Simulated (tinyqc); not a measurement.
Worked calculation: solubility, supersaturation, precipitation and gettering of an impurity in a silicon-like host. Computed by tinyqc, a small Python program that keeps every step. Command: `OMP_NUM_THREADS=1 python tinyqc.py 3021905 3021906 out.jsonl ripen walk`. One thread of a shared host (Intel(R) Xeon(R) Processor @ 2.30GHz), about 0.01 s of CPU time with the checks. Intermediate numbers are printed to about 7 digits and carried at full precision; extremes and crossings named in words are read from the listed rows.

The wafer was saturated at T1 and is then held at T.

Inputs (values chosen for the exercise, modelled on iron in silicon): site density N0 = 5e+22 1/cm^3; enthalpy of solution H = 2.92 eV; entropy of solution S = 7.8 k_B; diffusion prefactor D0 = 0.0012 cm^2/s; migration energy Q = 0.672 eV; temperature of saturation T1 = 1375 K; anneal temperature T = 769 K; sink density n = 7.1e+08 1/cm^3; initial sink radius r0 = 5.7 nm; impurity density in the precipitate C_p = 3.8e+22 1/cm^3; interface energy gamma = 0.72 J/m^2; anneal time t = 560 s; wafer thickness w = 200 micrometre.

Gettering: relaxation gettering at sinks.

Constants: k_B = 8.617333262e-05 eV/K; k_B = 1.380649e-23 J/K.

## Solubility, diffusivity, supersaturation

C_eq(T) = N0 exp(S/k_B - H/(k_B T)); D(T) = D0 exp(-Q/(k_B T)); C0 = C_eq(T1). Supersaturation s = C0/C_eq(T); critical radius r* = 2 gamma/(C_p k_B T ln s); barrier W* = (4 pi/3) gamma r*^2. Strain energy is left out.

C0 = 2.419974e+15 1/cm^3

C_eq(T) = 8906928 1/cm^3

D(T) = 4.732709e-08 cm^2/s

supersaturation s = 2.716957e+08

critical radius r* = 0.1837874 nm

W*/(k_B T) = 9.594955

Sinks of radius r0 are above r* and grow. The barrier is low enough for new nuclei to form. Caution: the barrier to homogeneous nucleation is below 35 k_B T for these inputs, so new precipitates would form and outnumber the fixed sinks assumed here. Caution: a critical radius of atomic size is outside the capillary model.

## Ham's law for sinks of fixed radius

tau0 = 1/(4 pi n r0 D); C_fixed(t) = C_eq + (C0 - C_eq) exp(-t/tau0). If all excess precipitates, the final radius is r_f = [r0^3 + 3 (C0 - C_eq)/(4 pi n C_p)]^(1/3), with tau_f = 1/(4 pi n r_f D).

tau0 = 4154.771 s

C_fixed(t) = 2.114825e+15 1/cm^3

final radius r_f = 27.84881 nm

tau_f = 850.3844 s

The sinks grow 4.9 times, so the fixed radius underrates the later rate.

## Growing precipitates

Growing sinks: with y = r/r_f and y0 = r0/r_f, dy/dt = (1 - y^3)/(3 tau_f y), which integrates to t/tau_f = F(y) - F(y0), F(y) = (1/2) ln[(1 + y + y^2)/(1 - y)^2] - sqrt(3) arctan[(2y + 1)/sqrt(3)]; the share of the excess left is (1 - y^3)/(1 - y0^3), and C(t) = C_eq + (C0 - C_eq) x share.

radius at t = 18.13492 nm

share of the excess left = 0.7301217

C(t) with growing sinks = 1.766876e+15 1/cm^3

27.0 % of the excess has precipitated.

## Denuded zone

Near a surface held at C_eq(T) the excess decays by out-diffusion over sqrt(D t) and by capture over L_s = sqrt(D tau_f) = (4 pi n r_f)^(-1/2); the shorter length sets the depth from which the surface draws.

sqrt(D t) = 51.48123 micrometre

capture length L_s = 63.43991 micrometre

L_s/w = 0.3171995

In the time given a surface draws only from within about sqrt(D t), which is shorter than L_s; in a longer anneal the sinks would keep this depth to about L_s.

## The best anneal temperature for the time t

C_eq(T) = N0 exp(S/k_B - H/(k_B T)); D(T) = D0 exp(-Q/(k_B T)); C0 = C_eq(T1). r_f = [r0^3 + 3 (C0 - C_eq)/(4 pi n C_p)]^(1/3), tau_f = 1/(4 pi n r_f D).

Dissolved share after t:
```
T (K)       C_eq/C0     tau_f (s)       C(t)/C0
619    8.483624e-14  9.927452e+03  9.862805e-01
715    1.320155e-10  1.829071e+03  8.939979e-01
825    7.326488e-08  4.272404e+02  4.486365e-01
935    9.192971e-06  1.405133e+02  3.648787e-02
1045   4.170747e-04  5.841099e+01  5.533085e-04
1155   9.149531e-03  2.878045e+01  9.149538e-03
1251   8.692510e-02  1.761202e+01  8.692510e-02
1320   3.581426e-01  1.428056e+01  3.581426e-01
```

The lowest dissolved share among these rows is 5.5e-4 at 1045 K. Above it solubility sets the floor; below it diffusion is too slow for this time. Solubility falls with H = 2.92 eV and diffusion with Q = 0.672 eV.

Checks made by the program: radius against numerical integration (relative difference 2e-10).
